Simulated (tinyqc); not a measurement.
Worked calculation: Hubbard chain of 3 sites. One step of it, computed by the program tinyqc.

Problem. The many-body Hamiltonian. Basis: all placements (u, d, 2, 0 on each site), up operators ordered before down ones; hops carry the sign of the same-spin electrons passed.

one-body matrix (hopping and site energies) (eV), order 1, 2, 3:
```
[[0.000000, -1.390000, 0.000000],
 [-1.390000, 0.000000, -1.390000],
 [0.000000, -1.390000, 0.000000]]
```

U = 2.200000 eV

electrons, up and down: [2, 2]

Give: H.

Solution.

H (eV), order 220, 2ud, u2d, 2du, 202, ud2, d2u, du2, 022:
```
[[4.4000, -1.3900, 0.0000, -1.3900, 0.0000, 0.0000, 0.0000, 0.0000, 0.0000],
 [-1.3900, 2.2000, -1.3900, 0.0000, -1.3900, 0.0000, 0.0000, 0.0000, 0.0000],
 [0.0000, -1.3900, 2.2000, 0.0000, 0.0000, -1.3900, 0.0000, 0.0000, 0.0000],
 [-1.3900, 0.0000, 0.0000, 2.2000, -1.3900, 0.0000, -1.3900, 0.0000, 0.0000],
 [0.0000, -1.3900, 0.0000, -1.3900, 4.4000, -1.3900, 0.0000, -1.3900, 0.0000],
 [0.0000, 0.0000, -1.3900, 0.0000, -1.3900, 2.2000, 0.0000, 0.0000, -1.3900],
 [0.0000, 0.0000, 0.0000, -1.3900, 0.0000, 0.0000, 2.2000, -1.3900, 0.0000],
 [0.0000, 0.0000, 0.0000, 0.0000, -1.3900, 0.0000, -1.3900, 2.2000, -1.3900],
 [0.0000, 0.0000, 0.0000, 0.0000, 0.0000, -1.3900, 0.0000, -1.3900, 4.4000]]
```
